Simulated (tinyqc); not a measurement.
Worked calculation: cyclotron resonance of ellipsoidal valleys, Ge type. Values are carried at full precision from step to step, so a last printed digit may differ when a step is redone from the rounded ones.

Valleys along [111], [-111], [1-11], [11-1], mass ml along the axis and mt across it. B lies in the (1-10) plane, b = (sin(theta)/sqrt2, sin(theta)/sqrt2, cos(theta)). For the angle phi between B and the axis, 1/mc^2 = cos^2(phi)/mt^2 + sin^2(phi)/(mt ml). Resonance: h nu = 2 muB B/mc, h = 2 pi hbar.

Constants: hbar = 6.58211957e-16 eV s; muB = 5.788381798e-05 eV/T.

Values chosen for the exercise (near those of Ge; the results hold for these values, not for the real material):

| symbol | value | unit | meaning |
|---|---|---|---|
| theta | 53 | degrees | angle of B from [001] towards [110] |
| ml | 1.58 | m0 | longitudinal mass |
| mt | 0.079 | m0 | transverse mass |
| nu | 24 | GHz | microwave frequency |
| tau | 35 | ps | scattering time |

## Angles to the valley axes

Give b and cos^2(phi) for each axis.

b: 0.5647  0.5647  0.6018

cos^2(phi): [111] 0.9991, [-111] 0.1207, [1-11] 0.1207, [11-1] 0.0928

## Cyclotron masses and resonance fields

For each axis, mc and B = h nu mc/(2 muB).

Resonances:

| axis | mc (m0) | B (T) |
|---|---|---|
| [111] | 0.0790 | 0.0678 |
| [-111] | 0.1947 | 0.1669 |
| [1-11] | 0.1947 | 0.1669 |
| [11-1] | 0.2125 | 0.1822 |

3 distinct masses appear; the limits are mt = 0.079 (B along the axis) and sqrt(ml mt) = 0.3533 (B across it).

## The same from the mass tensor

For the valley along [11-1]: M = mt 1 + (ml - mt) a a^T, and mc^2 = det M/(b M b).

M (m0):
```
         x        y        z
x   0.5793   0.5003  -0.5003
y   0.5003   0.5793  -0.5003
z  -0.5003  -0.5003   0.5793
```

det M = 0.0098608
b M b = 0.2183
mc = 0.2125 m0

## Line shape

For linear polarisation and one isotropic mass the absorbed power goes as P = [1 + (w^2 + wc^2) tau^2]/([1 + (wc^2 - w^2) tau^2]^2 + 4 w^2 tau^2), w = 2 pi nu. List it for wc/w = 0, 0.5, 0.8, 0.9, 1, 1.1, 1.2, 1.5 and 2, which is B over the resonance field.

w tau = 5.278

Power:

| wc/w | P |
|---|---|
| 0.0 | 0.03465 |
| 0.5 | 0.07063 |
| 0.8 | 0.2420 |
| 0.9 | 0.3960 |
| 1.0 | 0.5044 |
| 1.1 | 0.3951 |
| 1.2 | 0.2402 |
| 1.5 | 0.06564 |
| 2.0 | 0.01931 |

The largest listed value lies at wc/w = 1.0, 14.6 times the zero-field value. With w tau well above 1 the line is sharp, of relative half width about 1/(w tau). The closest two lines of this crystal are 9.2 % apart, so they merge at this w tau.

## Checks

- Rotation frequency of dv/dt = -M^-1 (v x b) for the valley along [11-1], in units of e B/m0, against 1/mc: both 4.7050.

Program tinyqc; command `OMP_NUM_THREADS=1 python tinyqc.py 1280457 1280458 out.jsonl`; about 0.01 s on one thread of a shared Intel(R) Xeon(R) Processor @ 2.30GHz.
